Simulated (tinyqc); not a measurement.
Inside a calculation. Method: Pariser-Parr-Pople SCF with singles CI, for the molecule [CH2+]c1cccnc1 (SMILES; centres numbered as the heavy atoms are written). Computed by tinyqc, a small Python program that keeps every step. Settings: charge = 1, gamma = MN, start = huckel, damping = 0, iteration cap = 57, excitations kept = 6. Command: `OMP_NUM_THREADS=1 python tinyqc.py 24520 24521 out.jsonl` (the two numbers bound the seeds that draw the settings). One thread of a shared host (Intel(R) Xeon(R) Processor @ 2.60GHz), about 0.01 s of CPU time with the checks. Later iterations appear only in the table of the cycle.

## PPP integrals

Centres (angstrom, eV; a flat drawing with bonds scaled to 1.40 angstrom):
```
centre        x        y  core charge z        W  gamma_rr
1C       2.4000   0.0000              1  11.1600   11.1300
2C       1.0000   0.0000              1  11.1600   11.1300
3C       0.3000   1.2120              1  11.1600   11.1300
4C      -1.1000   1.2120              1  11.1600   11.1300
5C      -1.8000   0.0000              1  11.1600   11.1300
6N      -1.1000  -1.2120              1  14.1000   12.3000
7C       0.3000  -1.2120              1  11.1600   11.1300
```

Resonance integrals (eV):
```
i  j     beta
1  2  -2.3900
2  3  -2.3900
3  4  -2.3900
4  5  -2.3900
5  6  -2.5100
6  7  -2.5100
7  2  -2.3900
```

Mataga-Nishimoto: gamma = 14.399645/(R + a), a = 2 x 14.399645/(gamma_rr + gamma_ss); H_rr = -W_r - sum_(s != r) z_s gamma_rs; H_rs = beta for bonds.

repulsion gamma_rs (eV), order 1C, 2C, 3C, 4C, 5C, 6N, 7C:
$$\begin{pmatrix}
11.1300 & 5.3455 & 3.8725 & 2.8813 & 2.6211 & 2.9190 & 3.8725 \\
5.3455 & 11.1300 & 5.3463 & 3.8725 & 3.5175 & 3.9410 & 5.3463 \\
3.8725 & 5.3463 & 11.1300 & 5.3455 & 3.8725 & 3.5745 & 3.8732 \\
2.8813 & 3.8725 & 5.3455 & 11.1300 & 5.3463 & 3.9417 & 3.5181 \\
2.6211 & 3.5175 & 3.8725 & 5.3463 & 11.1300 & 5.4777 & 3.8725 \\
2.9190 & 3.9410 & 3.5745 & 3.9417 & 5.4777 & 12.3000 & 5.4769 \\
3.8725 & 5.3463 & 3.8732 & 3.5181 & 3.8725 & 5.4769 & 11.1300
\end{pmatrix}$$

core matrix H (eV), order 1C, 2C, 3C, 4C, 5C, 6N, 7C:
$$\begin{pmatrix}
-32.6719 & -2.3900 & 0.0000 & 0.0000 & 0.0000 & 0.0000 & 0.0000 \\
-2.3900 & -38.5291 & -2.3900 & 0.0000 & 0.0000 & 0.0000 & -2.3900 \\
0.0000 & -2.3900 & -37.0446 & -2.3900 & 0.0000 & 0.0000 & 0.0000 \\
0.0000 & 0.0000 & -2.3900 & -36.0654 & -2.3900 & 0.0000 & 0.0000 \\
0.0000 & 0.0000 & 0.0000 & -2.3900 & -35.8675 & -2.5100 & 0.0000 \\
0.0000 & 0.0000 & 0.0000 & 0.0000 & -2.5100 & -39.4308 & -2.5100 \\
0.0000 & -2.3900 & 0.0000 & 0.0000 & 0.0000 & -2.5100 & -37.1195
\end{pmatrix}$$

## Starting guess

pi electrons, sum of z_r less the charge = 6

Orbitals of the Hueckel matrix of the beta values.

P at the start, order 1C, 2C, 3C, 4C, 5C, 6N, 7C:
$$\begin{pmatrix}
0.4286 & 0.6355 & 0.2857 & -0.1118 & -0.2857 & -0.1104 & 0.2857 \\
0.6355 & 1.0000 & 0.5237 & 0.0000 & -0.2277 & 0.0000 & 0.5196 \\
0.2857 & 0.5237 & 0.8571 & 0.7068 & 0.1429 & -0.2887 & -0.1429 \\
-0.1118 & 0.0000 & 0.7068 & 1.0000 & 0.6313 & 0.0000 & -0.2990 \\
-0.2857 & -0.2277 & 0.1429 & 0.6313 & 0.8571 & 0.6377 & 0.1429 \\
-0.1104 & 0.0000 & -0.2887 & 0.0000 & 0.6377 & 1.0000 & 0.7056 \\
0.2857 & 0.5196 & -0.1429 & -0.2990 & 0.1429 & 0.7056 & 0.8571
\end{pmatrix}$$

## Iteration 1: Fock matrix

F_rr = H_rr + P_rr gamma_rr / 2 + sum_(s != r) P_ss gamma_rs; F_rs = H_rs - P_rs gamma_rs / 2; E = tr P (H + F) / 2 + core repulsion sum_(r<s) z_r z_s gamma_rs.

F (eV), order 1C, 2C, 3C, 4C, 5C, 6N, 7C:
$$\begin{pmatrix}
-10.2559 & -4.0886 & -0.5532 & 0.1610 & 0.3744 & 0.1611 & -0.5532 \\
-4.0886 & -10.6796 & -3.7900 & 0.0000 & 0.4005 & 0.0000 & -3.7789 \\
-0.5532 & -3.7900 & -9.7094 & -4.2790 & -0.2766 & 0.5159 & 0.2767 \\
0.1610 & 0.0000 & -4.2790 & -9.2714 & -4.0777 & 0.0000 & 0.5259 \\
0.3744 & 0.4005 & -0.2766 & -4.0777 & -8.9942 & -4.2566 & -0.2766 \\
0.1611 & 0.0000 & 0.5159 & 0.0000 & -4.2566 & -11.6936 & -4.4421 \\
-0.5532 & -3.7789 & 0.2767 & 0.5259 & -0.2766 & -4.4421 & -9.7094
\end{pmatrix}$$

pi energy = -83.0837 eV

## Iteration 1: orbitals and new P

Diagonalise F (the basis is taken as orthonormal) and form P = 2 sum c c over the lowest orbitals.

orbital energies (eV): [-18.4848, -16.0604, -14.7625, -8.8532, -5.4393, -4.6005, -2.1127]

P after iteration 1, order 1C, 2C, 3C, 4C, 5C, 6N, 7C:
$$\begin{pmatrix}
0.5324 & 0.7120 & 0.2607 & -0.1358 & -0.2805 & -0.1278 & 0.3048 \\
0.7120 & 1.0095 & 0.4782 & -0.0007 & -0.1925 & -0.0174 & 0.4764 \\
0.2607 & 0.4782 & 0.8413 & 0.7281 & 0.2319 & -0.2652 & -0.1547 \\
-0.1358 & -0.0007 & 0.7281 & 0.9594 & 0.6085 & 0.0143 & -0.2815 \\
-0.2805 & -0.1925 & 0.2319 & 0.6085 & 0.7351 & 0.6154 & 0.1066 \\
-0.1278 & -0.0174 & -0.2652 & 0.0143 & 0.6154 & 1.1635 & 0.7123 \\
0.3048 & 0.4764 & -0.1547 & -0.2815 & 0.1066 & 0.7123 & 0.7587
\end{pmatrix}$$

## Iteration 2: Fock matrix

As before.

F (eV), order 1C, 2C, 3C, 4C, 5C, 6N, 7C:
$$\begin{pmatrix}
-10.0291 & -4.2931 & -0.5047 & 0.1957 & 0.3676 & 0.1866 & -0.5903 \\
-4.2931 & -10.6244 & -3.6682 & 0.0014 & 0.3386 & 0.0342 & -3.6634 \\
-0.5047 & -3.6682 & -9.8307 & -4.3362 & -0.4490 & 0.4739 & 0.2996 \\
0.1957 & 0.0014 & -4.3362 & -9.6000 & -4.0166 & -0.0282 & 0.4952 \\
0.3676 & 0.3386 & -0.4490 & -4.0166 & -9.1313 & -4.1954 & -0.2065 \\
0.1866 & 0.0342 & 0.4739 & -0.0282 & -4.1954 & -11.7713 & -4.4606 \\
-0.5903 & -3.6634 & 0.2996 & 0.4952 & -0.2065 & -4.4606 & -9.5852
\end{pmatrix}$$

pi energy = -83.4081 eV

## Iteration 2: orbitals and new P

As before.

orbital energies (eV): [-18.4829, -16.0240, -14.9964, -8.6434, -5.4627, -4.6987, -2.2640]

P after iteration 2, order 1C, 2C, 3C, 4C, 5C, 6N, 7C:
$$\begin{pmatrix}
0.5516 & 0.7286 & 0.2522 & -0.1391 & -0.2749 & -0.1256 & 0.3063 \\
0.7286 & 1.0163 & 0.4652 & -0.0031 & -0.1877 & -0.0231 & 0.4655 \\
0.2522 & 0.4652 & 0.8331 & 0.7356 & 0.2439 & -0.2605 & -0.1539 \\
-0.1391 & -0.0031 & 0.7356 & 0.9628 & 0.6024 & 0.0097 & -0.2741 \\
-0.2749 & -0.1877 & 0.2439 & 0.6024 & 0.7166 & 0.6113 & 0.1130 \\
-0.1256 & -0.0231 & -0.2605 & 0.0097 & 0.6113 & 1.1823 & 0.7133 \\
0.3063 & 0.4655 & -0.1539 & -0.2741 & 0.1130 & 0.7133 & 0.7373
\end{pmatrix}$$

## Iteration 3: Fock matrix

As before.

F (eV), order 1C, 2C, 3C, 4C, 5C, 6N, 7C:
$$\begin{pmatrix}
-9.9849 & -4.3373 & -0.4883 & 0.2004 & 0.3603 & 0.1832 & -0.5932 \\
-4.3373 & -10.6205 & -3.6336 & 0.0059 & 0.3302 & 0.0455 & -3.6344 \\
-0.4883 & -3.6336 & -9.8353 & -4.3560 & -0.4723 & 0.4656 & 0.2980 \\
0.2004 & 0.0059 & -4.3560 & -9.6437 & -4.0004 & -0.0191 & 0.4822 \\
0.3603 & 0.3302 & -0.4723 & -4.0004 & -9.1539 & -4.1842 & -0.2189 \\
0.1832 & 0.0455 & 0.4656 & -0.0191 & -4.1842 & -11.8078 & -4.4634 \\
-0.5932 & -3.6344 & 0.2980 & 0.4822 & -0.2189 & -4.4634 & -9.5825
\end{pmatrix}$$

pi energy = -83.4193 eV

## Iteration 3: orbitals and new P

As before.

orbital energies (eV): [-18.4868, -16.0229, -15.0287, -8.6106, -5.4807, -4.7104, -2.2886]

P after iteration 3, order 1C, 2C, 3C, 4C, 5C, 6N, 7C:
$$\begin{pmatrix}
0.5559 & 0.7329 & 0.2487 & -0.1399 & -0.2731 & -0.1244 & 0.3068 \\
0.7329 & 1.0191 & 0.4611 & -0.0038 & -0.1872 & -0.0258 & 0.4628 \\
0.2487 & 0.4611 & 0.8307 & 0.7385 & 0.2469 & -0.2593 & -0.1527 \\
-0.1399 & -0.0038 & 0.7385 & 0.9646 & 0.6002 & 0.0072 & -0.2712 \\
-0.2731 & -0.1872 & 0.2469 & 0.6002 & 0.7122 & 0.6106 & 0.1167 \\
-0.1244 & -0.0258 & -0.2593 & 0.0072 & 0.6106 & 1.1856 & 0.7137 \\
0.3068 & 0.4628 & -0.1527 & -0.2712 & 0.1167 & 0.7137 & 0.7319
\end{pmatrix}$$

## Convergence

Stop when output and input P, before any damping, agree to 1e-7.

Course of the cycle:
```
iteration      E (eV)  largest |P(out) - P(in)|
1          -83.083742                  1.64e-01
2          -83.408117                  2.14e-02
3          -83.419254                  5.38e-03
4          -83.420291                  1.67e-03
5          -83.420421                  6.79e-04
6          -83.420440                  3.25e-04
7          -83.420444                  1.61e-04
8          -83.420445                  8.13e-05
9          -83.420445                  4.18e-05
10         -83.420445                  2.17e-05
11         -83.420445                  1.14e-05
12         -83.420445                  6.03e-06
13         -83.420445                  3.21e-06
14         -83.420445                  1.71e-06
15         -83.420445                  9.17e-07
16         -83.420445                  4.93e-07
17         -83.420445                  2.65e-07
18         -83.420445                  1.43e-07
19         -83.420445                  7.70e-08
```

Converged in 19 iterations.

## Converged orbitals

Charges are z - P_rr.

orbital energies (eV): [-18.4881, -16.0234, -15.0382, -8.5990, -5.4870, -4.7133, -2.2959]

coefficients, order 1C, 2C, 3C, 4C, 5C, 6N, 7C:
$$\begin{pmatrix}
0.2645 & -0.4135 & -0.1947 & 0.7254 & 0.0931 & -0.3881 & -0.1887 \\
0.4816 & -0.4967 & -0.1778 & -0.0959 & -0.0972 & 0.5343 & 0.4308 \\
0.3410 & -0.2957 & 0.4597 & -0.3803 & 0.5122 & -0.0687 & -0.4163 \\
0.2889 & 0.0587 & 0.6291 & 0.0403 & -0.3942 & -0.4126 & 0.4359 \\
0.3297 & 0.4056 & 0.2862 & 0.3948 & -0.2049 & 0.5336 & -0.4029 \\
0.4573 & 0.5636 & -0.2583 & 0.0286 & 0.5248 & -0.1413 & 0.3321 \\
0.4249 & 0.0964 & -0.4180 & -0.4021 & -0.4966 & -0.2902 & -0.3780
\end{pmatrix}$$

pi charges: 1C 0.4423, 2C -0.0204, 3C 0.1699, 4C 0.0345, 5C 0.2898, 6N -0.1869, 7C 0.2708

## Singles CI, singlets

Over the 6 single excitations with the smallest orbital gaps: A = (e_a - e_i) delta + 2 (ia|jb) - (ij|ab), with (pq|rs) = sum c_mp c_mq gamma_mn c_nr c_ns. f = 2/3 w |mu|^2 in atomic units, mu = sqrt2 sum c_ia sum_m c_mi c_ma R_m.

singlet CI matrix (eV), order 3>4, 2>4, 3>5, 1>4, 3>6, 2>5:
$$\begin{pmatrix}
3.3546 & 0.3984 & -0.0767 & 0.0571 & 0.0552 & 0.4359 \\
0.3984 & 4.5750 & -0.3342 & 0.0802 & -0.1416 & -0.0483 \\
-0.0767 & -0.3342 & 6.4311 & -0.3476 & 0.2214 & -0.2958 \\
0.0571 & 0.0802 & -0.3476 & 6.4815 & 0.0438 & 0.0328 \\
0.0552 & -0.1416 & 0.2214 & 0.0438 & 6.8593 & 0.4456 \\
0.4359 & -0.0483 & -0.2958 & 0.0328 & 0.4456 & 7.1032
\end{pmatrix}$$

singlet excitation energies (eV): [3.1868, 4.6248, 5.9782, 6.5175, 6.9936, 7.5038]

oscillator strengths: [0.0961, 0.7144, 0.2210, 0.0376, 0.6346, 0.8120]

## Singles CI, triplets

Over the 6 single excitations with the smallest orbital gaps: A = (e_a - e_i) delta - (ij|ab), with (pq|rs) = sum c_mp c_mq gamma_mn c_nr c_ns.

triplet CI matrix (eV), order 3>4, 2>4, 3>5, 1>4, 3>6, 2>5:
$$\begin{pmatrix}
1.9695 & -0.2637 & 0.3063 & 0.3119 & -0.4309 & -0.0530 \\
-0.2637 & 2.4521 & -0.0530 & 0.6984 & 0.1659 & -0.0285 \\
0.3063 & -0.0530 & 3.9950 & 0.7575 & -0.3956 & 0.5543 \\
0.3119 & 0.6984 & 0.7575 & 5.1017 & -0.2274 & -0.0686 \\
-0.4309 & 0.1659 & -0.3956 & -0.2274 & 5.2197 & 0.0273 \\
-0.0530 & -0.0285 & 0.5543 & -0.0686 & 0.0273 & 5.2999
\end{pmatrix}$$

triplet excitation energies (eV): [1.7247, 2.3695, 3.4982, 5.0968, 5.4106, 5.9380]
